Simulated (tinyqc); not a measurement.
Stress and current directions compared.

A cubic crystal with three pairs of conduction valleys along x, y and z; non-degenerate electrons, one relaxation time, masses unchanged. Stress s_ij = X a_i a_j with a the unit vector along the stress; strain e_ii = s11 s_ii + s12 (s_jj + s_kk), e_ij = s44 s_ij/2. Valley shift dE = Xu (n.e.n - trace(e)/3) with n the valley axis; share f proportional to exp(-dE/Vt). Inverse mass along the current d: (n.d)^2/ml + (1 - (n.d)^2)/mt; mu/mu0 = sum f (1/m) over the plain mean of 1/m. Rows: direction of the stress, of size |X|; columns: direction of the current and sign.

Inputs (values chosen for the exercise); values close to those of silicon:
```
symbol,value,unit,meaning
T,250,K,temperature
s11,7.6,1/TPa,compliance
s12,-2.14,1/TPa,compliance
s44,12.4,1/TPa,compliance
Xu,9.36,eV,shear deformation potential
ml,0.906,m0,longitudinal mass
mt,0.189,m0,transverse mass
X,-990,MPa,uniaxial stress (tension positive)
```

Constants: q = 1.602176634e-19 C, kB = 1.380649e-23 J/K, Vt = kB T/q. Results are converted to the units shown.

mu/mu0:

|  | I [100], tension | I [100], compression | I [110], tension | I [110], compression |
|---|---|---|---|---|
| [100] | 1.350 | 0.3150 | 1.088 | 0.8287 |
| [110] | 1.252 | 0.8520 | 1.252 | 0.8520 |
| [001] | 0.8249 | 1.343 | 0.8249 | 1.343 |
| [111] | 1.000 | 1.000 | 1.000 | 1.000 |

What do the numbers show?

The largest gain, 1.35, is for stress along [100], tension, current along [100]; the largest loss, 0.315, for [100], compression, current along [100]. Entries equal to one are cases in which the valleys are not split or have equal mass along the current.

Program tinyqc, `OMP_NUM_THREADS=1 python tinyqc.py 2530081 2530082 out.jsonl`; Intel Xeon 2.30GHz, shared host, one thread, about 0.01 s.
